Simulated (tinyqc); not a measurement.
Worked calculation: special k points of the fcc lattice. Values are carried at full precision from step to step, so a last printed digit may differ when a step is redone from the rounded ones.

Lattice vectors in units of a: a1 = (0, 1/2, 1/2), a2 = (1/2, 0, 1/2), a3 = (1/2, 1/2, 0); reciprocal vectors b_i with a_i . b_j = 2 pi delta_ij. Mesh: k = sum_i f_i b_i with f_i = (2 j_i + shift)/(2 N), j_i = 0 .. N-1. The point group of the lattice has 48 operations; only those that map the mesh onto itself are used.

Inputs chosen for the exercise:
- N = 4 (points along each reciprocal vector)
- shift = 1 (half steps)
- D = 1.43 eV (half gap term)
- t = 0.45 eV (coupling)
- e0 = 3.08 eV (offset)

## Irreducible points and weights

Join points that an operation carries into one another (modulo reciprocal vectors); list each class by its first point in the order of (j1, j2, ...).

Irreducible points:
```
f1          f2      f3  weight
0.1250  0.1250  0.1250       2
0.1250  0.1250  0.3750       6
0.1250  0.1250  0.6250       6
0.1250  0.1250  0.8750       6
0.1250  0.3750  0.3750       6
0.1250  0.3750  0.6250      12
0.1250  0.3750  0.8750      12
0.1250  0.6250  0.6250       6
0.3750  0.3750  0.3750       2
0.3750  0.3750  0.6250       6
```

operations that keep the mesh = 12
irreducible points = 10

The weights add up to 64 = N^3; symmetry saves a factor 6.4. The shift breaks the symmetry of the lattice: only 12 of 48 operations keep the mesh.

## Which stars the mesh integrates

A_m(k) = sum over the m-th star of lattice vectors R of cos(k . R), stars in order of length: m = 1: |R|^2 = 0.5, 12 vectors, such as (1, 0, 0) in the basis a_i; m = 2: |R|^2 = 1, 6 vectors, such as (1, 1, -1) in the basis a_i; m = 3: |R|^2 = 1.5, 24 vectors, such as (2, 0, -1) in the basis a_i; m = 4: |R|^2 = 2, 12 vectors, such as (2, 0, 0) in the basis a_i; m = 5: |R|^2 = 2.5, 24 vectors, such as (2, 1, -1) in the basis a_i; m = 6: |R|^2 = 3, 8 vectors, such as (3, -1, -1) in the basis a_i. The zone mean of every A_m is zero.

Lattice vectors in units of a: a1 = (0, 1/2, 1/2), a2 = (1/2, 0, 1/2), a3 = (1/2, 1/2, 0); f are fractions of the reciprocal vectors. Evaluate the first six A_m at each irreducible point (k . R = 2 pi sum f_i n_i) and form the weighted means.

A_m at the points:
```
       m=1     m=2     m=3     m=4     m=5     m=6
1   10.243   4.243  14.485   6.000   8.485   2.828
2    3.414  -1.414  -3.172  -2.000  -8.485   2.828
3   -0.586  -4.243   0.828   6.000   2.828  -2.828
4    6.243   1.414  -0.828  -2.000  -2.828  -2.828
5    0.586   1.414  -8.828  -2.000   8.485  -2.828
6   -3.414   1.414   4.828  -2.000  -2.828  -2.828
7   -0.586  -1.414  -0.828  -2.000   2.828   2.828
8   -3.414   4.243  -4.828   6.000  -2.828   2.828
9    1.757  -4.243  -2.485   6.000  -8.485  -2.828
10  -2.243  -1.414   4.828  -2.000   2.828   2.828
```

weighted means: m=1 0.000, m=2 0.000, m=3 0.000, m=4 0.000, m=5 0.000, m=6 0.000

All six means vanish: the mesh is exact for functions whose Fourier series ends within these stars.

## A zone average from the irreducible points

Test function, the lower band of a two-band insulator: E(k) = -sqrt(D^2 + (e0 - t A_1(k))^2).

Lattice vectors in units of a: a1 = (0, 1/2, 1/2), a2 = (1/2, 0, 1/2), a3 = (1/2, 1/2, 0). Evaluate E at each point and take the weighted mean; the reference uses the unshifted mesh with N = 24.

E at the points (eV): -2.0936  -2.1042  -3.6366  -1.4554  -3.1586  -4.8328  -3.6366  -4.8328  -2.6991  -4.3320

weighted mean = -3.5677 eV
reference mean = -3.5691 eV

The error is +1.36 meV with 10 points.

## Checks

- Weighted mean over irreducible points against the plain mean over the whole mesh (eV): both -3.567746.
- Reference mean against a mesh of N = 30 (eV): both -3.5691.

(tinyqc, `OMP_NUM_THREADS=1 python tinyqc.py 1682336 1682337 out.jsonl`, Intel(R) Xeon(R) Processor @ 2.30GHz, 1 thread, shared host, about 0.1 s.)
